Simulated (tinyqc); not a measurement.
# Trench capacitor in an array: capacitance, non-linearity, leakage and relaxation: effects of single changes

A film between two metal electrodes, each interface adding a series capacitance ci. The small-signal permittivity is ek (1 + aq E^2); the field is found with the linear permittivity. Leakage J = J0 sinh(E/Ef). After a voltage step the film passes a relaxation current kr C V tt^(-nr), tt being the time in seconds. The sidewall is a coaxial capacitor with radii a = dm/2 - t and b = dm/2, depth AR dm; the end face is left out.

Parameters, values chosen for the exercise; permittivity of the order of that of zirconium oxide:
- ek = 35.9 (relative permittivity of the film)
- t = 26 nm (film thickness)
- ci = 1000 uF/cm^2 (capacitance of each electrode interface (dead layer and screening))
- aq = 0.0053 cm^2/MV^2 (quadratic field coefficient of the permittivity)
- V = 0.9 V (bias)
- nr = 0.963 (exponent of the relaxation current)
- kr = 0.0088 (strength of the relaxation)
- J0 = 4.4e-11 A/cm^2 (leakage prefactor)
- Ef = 0.18 MV/cm (field for an e-fold rise of the leakage)
- dm = 190 nm (diameter of the hole)
- AR = 20 (aspect ratio, depth over diameter)
- pt = 280 nm (pitch of the square array)
- rho = 270 uohm cm (resistivity of the inner electrode)
- t0 = 1e-7 s (duration of the write pulse)

Constants: eps0 = 8.8541878128e-14 F/cm where lengths are in cm. Results are converted to the units shown.

Each table varies one quantity; the others keep the values above.

## Capacitance, non-linearity and leakage against thickness

Planar film: Cf = eps0 ek/t, 1/C = 1/Cf + 2/ci, EOT = 3.9 eps0/C, effective permittivity C t/eps0, E = (V/t) C/Cf; quadratic coefficient [C(V)/C - 1]/V^2 with Cf (1 + aq E^2) in C(V).

Capacitance, non-linearity and leakage against thickness:
```
t (nm),C (uF/cm^2),EOT (nm),effective permittivity,E (MV/cm),quadratic coefficient (ppm/V^2),J (A/cm^2)
2.5,12.40,0.2785,35.01,3.511,7.852e4,0.006500
3.7,8.446,0.4089,35.29,2.391,3.677e4,1.295e-5
5.5,5.713,0.6044,35.49,1.618,1.692e4,1.760e-7
8.2,3.847,0.8977,35.62,1.089,7701,9.337e-9
12,2.635,1.311,35.71,0.7460,3623,1.388e-9
18,1.760,1.962,35.77,0.4982,1619,3.490e-10
27,1.175,2.940,35.82,0.3326,721.9,1.361e-10
40,0.7934,4.352,35.84,0.2246,329.7,7.032e-11
60,0.5292,6.525,35.86,0.1498,146.8,4.101e-11
```

C falls from 12.4 to 0.529 uF/cm^2 while the effective permittivity goes from 35.0 to 35.9 (ek = 35.9). EOT is a straight line in t with slope 3.9/ek = 0.109 and intercept 0.00691 nm. The quadratic coefficient goes as t^(-1.94) between the first two rows and t^(-2.00) between the last two (-2 without interfaces), and J falls by 8.20 decades. For t = 2.5, 3.7 direct tunnelling, left out, would add to the leakage.

## Cell against the film thickness

Per length 1/c = ln(b/a)/(2 pi eps0 ek) + (1/a + 1/b)/(2 pi ci); cell capacitance c AR dm; per footprint over pt^2; fields c V/(2 pi eps0 ek r) at r = a and b; resistance of the inner electrode rho AR dm/(pi a^2); time constant R C/3 of the distributed line.

Result of one run:
```
t (nm),cell capacitance (fF),per footprint (uF/cm^2),field at a (MV/cm),field at b (MV/cm),R (kohm),R C/3 (ps)
21,30.29,38.63,0.4854,0.3781,0.5964,6.021
```

What becomes of these results when the film thickness t is changed from 21 to 8.7 nm, all else the same?

Result of the changed run:
```
t (nm),cell capacitance (fF),per footprint (uF/cm^2),field at a (MV/cm),field at b (MV/cm),R (kohm),R C/3 (ps)
8.7,78.44,100.1,1.078,0.9792,0.4385,11.47
```

The whole series:
```
t (nm),cell capacitance (fF),per footprint (uF/cm^2),field at a (MV/cm),field at b (MV/cm),R (kohm),R C/3 (ps)
8.7,78.44,100.1,1.078,0.9792,0.4385,11.47
12,55.91,71.31,0.7988,0.6979,0.4741,8.834
16,40.99,52.28,0.6153,0.5116,0.5233,7.149
21,30.29,38.63,0.4854,0.3781,0.5964,6.021
29,20.79,26.52,0.3736,0.2595,0.7497,5.196
39,14.34,18.28,0.3036,0.1789,1.041,4.976
52,9.561,12.20,0.2637,0.1194,1.766,5.629
```

As t goes from 8.7 to 52, the cell capacitance falls from 78.4 to 9.56 fF, the capacitance per footprint falls from 100 to 12.2 uF/cm^2, the ratio of the two fields rises from 1.10 to 2.21 and R C/3 goes from 11.5 through a minimum of 4.98 (at t = 39 among the rows listed) to 5.63 ps; the time constant goes as t^(-0.81) between the first two rows and t^(0.43) between the last two.

## Charge lost after writing

Planar film: Cf = eps0 ek/t, 1/C = 1/Cf + 2/ci, EOT = 3.9 eps0/C, effective permittivity C t/eps0, E = (V/t) C/Cf. A capacitor written for t0 and then left open loses, as a share of C V, kr (tt^(1 - nr) - t0^(1 - nr))/(1 - nr) by relaxation and J tt/(C V) by leakage; both are taken as small, and rows far outside that range are left out.

The same in every row: leakage current (nA/cm^2) = 0.14659.

Result of one run:
```
tt (s),relaxation current (nA/cm^2),loss by relaxation (%),loss by leakage (%),total loss (%)
1e-6,5.7934e6,1.1650,1.3355e-8,1.1650
```

What becomes of these results when the time since the start of the write pulse tt is changed from 1e-6 to 100 s, all else the same?

Result of the changed run:
```
tt (s),relaxation current (nA/cm^2),loss by relaxation (%),loss by leakage (%),total loss (%)
100,0.11453,15.102,1.3355,16.437
```

The whole series:
```
tt (s),relaxation current (nA/cm^2),loss by relaxation (%),loss by leakage (%),total loss (%)
1e-6,5.7934e6,1.1650,1.3355e-8,1.1650
1e-5,6.3086e5,2.4336,1.3355e-7,2.4336
0.0001,68696,3.8151,1.3355e-6,3.8151
0.001,7480.6,5.3193,1.3355e-5,5.3194
0.01,814.58,6.9574,1.3355e-4,6.9575
0.1,88.702,8.7411,0.0013355,8.7425
1,9.6590,10.683,0.013355,10.697
10,1.0518,12.799,0.13355,12.932
100,0.11453,15.102,1.3355,16.437
```

The two currents are equal at tt = 77.4 s. The loss by relaxation grows from 1.17 to 15.1 %, by 1.27 points over the first decade and 2.30 over the last, while the loss by leakage grows tenfold a decade. Relaxation is the larger loss in every row. For tt = 100 the falling voltage would already cut the leakage, so the linear estimate overstates the loss.

Numbers from tinyqc (`OMP_NUM_THREADS=1 python tinyqc.py 2102037 2102038 out.jsonl`; about 0.01 s on one thread of a shared Intel Xeon 2.30GHz).
